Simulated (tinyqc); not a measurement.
Inside a calculation. Model: lossy interposer transmission line with skin effect.

Computed by the program tinyqc: `OMP_NUM_THREADS=1 python tinyqc.py 2810204 2810205 out.jsonl`, one thread of a shared Intel Xeon 2.30GHz, about 0.01 s for the whole run. Printed values are rounded.

A uniform line in a homogeneous dielectric: c = sqrt(er)/(c0 Z0), l = Z0 sqrt(er)/c0 (c0 = 299792458 m/s), g = w c td, w = 2 pi f. The resistance joins its limits as r = sqrt(r_dc^2 + r_hf^2), with r_dc = rho/(wd th), r_hf = kr rho/(2 delta (wd + th)), delta = sqrt(rho/(pi f mu0)), mu0 = 4 pi 1e-7 H/m; this is an interpolation, and internal inductance, up to 0.05 nH/mm at low frequency, is neglected.

Inputs (values chosen for the exercise): width of the strip wd = 3.1 um; thickness of the strip th = 2.9 um; resistivity rho = 2.9 uohm cm; relative permittivity er = 4.2; loss tangent td = 0.002; lossless impedance sqrt(l/c) Z0 = 50 ohm; factor for crowding and the return path kr = 1.2; length len = 16 mm; source resistance Rg = 25 ohm; load resistance RL = 1e5 ohm; load capacitance CL = 100 fF; frequency f = 17 GHz.

## Line constants

delta, r_dc, r_hf, r, l, c and g as defined.

delta = 0.657347 um
r_dc = 3.22581 ohm/mm
r_hf = 4.41167 ohm/mm
r = 5.46523 ohm/mm
l = 0.341801 nH/mm
c = 136.721 pF/m
g = 0.0292074 S/m

r is 1.69 times r_dc; the skin depth is 0.227 of the thickness.

## Propagation constant and impedance

gamma = sqrt((r + i w l)(g + i w c)) = alpha + i beta, Zc = sqrt((r + i w l)/(g + i w c)), roots with positive real part; loss 8.685889638 alpha in dB; phase velocity w/beta.

gamma len = 0.8837+11.7146i
Zc = 50.1427-3.6818i ohm
loss = 0.479747 dB/mm
phase velocity over c0 = 0.486632
r/(w l) = 0.149694

r is below w l; the low-loss estimate 8.686 (r/(2 Z0) + g Z0/2) gives 0.481 dB/mm.

## Reflection, input impedance and transfer

ZL = 1/(1/RL + i w CL); reflection (ZL - Zc)/(ZL + Zc); Zin = Zc (ZL + Zc tanh(gamma len))/(Zc + ZL tanh(gamma len)); H = V_load/V_source = [Zin/(Zin + Rg)]/[cosh(gamma len) + (Zc/ZL) sinh(gamma len)].

ZL = 0.0876-93.6205i ohm
reflection at the load = 0.520143-0.782942i
Zin = 63.2840+8.9480i ohm
H = 0.428924+0.142882i
|H| = -6.89539 dB
